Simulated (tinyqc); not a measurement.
# All-pass ring resonator: several studies

A ring of length L = 2 pi Rr coupled to one bus waveguide: round-trip amplitude a = 10^(-al L/20), self-coupling t = sqrt(1 - k2). At detuning d from the resonance the round-trip phase is p = 2 pi d/FSR and the transmission T = (a^2 - 2 a t cos p + t^2)/(1 - 2 a t cos p + a^2 t^2). Lossless coupler, linear absorption only.

Inputs (values chosen for the exercise); values close to those of silicon waveguides:
- lam = 1550 nm (cold resonance wavelength)
- Rr = 15 um (ring radius)
- ng = 4.18 (group index)
- al = 10 dB/cm (propagation loss)
- k2 = 0.032 (power coupling)
- dT = 0.00019 1/K (thermo-optic change of the effective index)
- Rt = 7.4 K/mW (thermal resistance)
- fa = 0.51 (share of the loss that heats the ring)
- Pin = 0.14 mW (input power)

Constants: c = 299792458 m/s. Results are converted to the units shown.

Each table varies one quantity; the others keep the values above.

## Effect of the propagation loss

FSR = lam^2/(ng L), finesse F = pi sqrt(a t)/(1 - a t), FWHM = FSR/F, Q = lam/FWHM, Tmin = (a - t)^2/(1 - a t)^2, power build-up k2 a^2/(1 - a t)^2, optical bandwidth c/(lam Q).

The same in every row: t = 0.9839.

Result of one run:
```
al (dB/cm)	a	Q	Tmin	build-up	bandwidth (GHz)
13	0.9860	2.629e4	0.005039	34.77	7.356
```

What becomes of these results when the propagation loss al is changed from 13 to 44 dB/cm, all else the same?

Result of the changed run:
```
al (dB/cm)	a	Q	Tmin	build-up	bandwidth (GHz)
44	0.9534	1.247e4	0.2419	7.567	15.51
```

The whole series:
```
al (dB/cm)	a	Q	Tmin	build-up	bandwidth (GHz)
1.2	0.9987	4.546e4	0.7254	105.3	4.254
2.3	0.9975	4.257e4	0.5386	92.21	4.544
4.1	0.9956	3.855e4	0.3253	75.49	5.017
7.4	0.9920	3.287e4	0.1148	54.68	5.884
13	0.9860	2.629e4	0.005039	34.77	7.356
24	0.9743	1.887e4	0.05344	17.70	10.25
44	0.9534	1.247e4	0.2419	7.567	15.51
80	0.9169	7744	0.4682	2.805	24.98
```

As al goes from 1.2 to 80 dB/cm, Q falls from 45500 to 7740, Tmin goes from 0.725 through a minimum of 0.00504 (at al = 13 dB/cm among the rows listed) to 0.468 and the build-up falls from 105 to 2.80. The ring is overcoupled (t < a) in 5 of the 8 rows; the dip is deepest where t and a cross.

## Line shape, cold and heated

FSR = lam^2/(ng L). The lost power (1 - T) Pin heats the ring by Rt fa (1 - T) Pin and shifts the resonance to longer wavelength by s = (lam dT/ng) times that rise; d = dl - s. The hot columns give T for the smallest and the largest self-consistent shift.

Line shape, cold and heated:
```
dl (pm)	T, cold	roots	smallest s (pm)	T there	largest s (pm)	T there 
-79	0.90405	1	3.3161	0.91092	3.3161	0.91092
-42	0.72929	1	7.8027	0.79039	7.8027	0.79039
-21	0.41338	1	13.263	0.64372	13.263	0.64372
0	0.039828	1	21.464	0.42340	21.464	0.42340
16	0.29897	1	28.856	0.22483	28.856	0.22483
32	0.61260	1	35.217	0.053962	35.217	0.053962
47	0.77080	1	13.784	0.62970	13.784	0.62970
68	0.87489	1	5.3642	0.85590	5.3642	0.85590
95	0.93152	1	2.6883	0.92778	2.6883	0.92778
130	0.96215	1	1.4394	0.96133	1.4394	0.96133
```

Read the table: what changes, and by how much?

The cold line has FWHM = 52.6 pm and its dip at dl = 0; heated, the deepest listed dip lies at dl = 32 pm, and the largest possible shift is 35.7 pm, 0.68 FWHM. No listed row is bistable.

## Effect of the power coupling

Same model as above.

The same in every row: a = 0.9892.

Result of one run:
```
k2	t	Q	Tmin	build-up	bandwidth (GHz)
0.023	0.9884	3.551e4	0.001215	45.53	5.447
```

What becomes of these results when the power coupling k2 is changed from 0.023 to 0.0027, all else the same?

Result of the changed run:
```
k2	t	Q	Tmin	build-up	bandwidth (GHz)
0.0027	0.9986	6.544e4	0.6060	17.96	2.956
```

The whole series:
```
k2	t	Q	Tmin	build-up	bandwidth (GHz)
0.0027	0.9986	6.544e4	0.6060	17.96	2.956
0.0046	0.9977	6.069e4	0.4219	26.35	3.187
0.0078	0.9961	5.408e4	0.2206	35.53	3.577
0.013	0.9935	4.591e4	0.06135	42.79	4.213
0.023	0.9884	3.551e4	0.001215	45.53	5.447
0.039	0.9803	2.597e4	0.08647	41.64	7.447
0.066	0.9664	1.775e4	0.2679	33.37	10.90
0.11	0.9434	1.155e4	0.4705	24.13	16.75
0.19	0.9000	6867	0.6611	15.45	28.17
```

As k2 goes from 0.0027 to 0.19, Q falls from 65400 to 6870, Tmin goes from 0.606 through a minimum of 0.00121 (at k2 = 0.023 among the rows listed) to 0.661 and the build-up goes from 18.0 through a maximum of 45.5 (at k2 = 0.023 among the rows listed) to 15.4. The ring is overcoupled (t < a) in 5 of the 9 rows; the dip is deepest where t and a cross.

Program tinyqc, `OMP_NUM_THREADS=1 python tinyqc.py 2650034 2650035 out.jsonl`; Intel Xeon 2.30GHz, shared host, one thread, about 0.01 s.
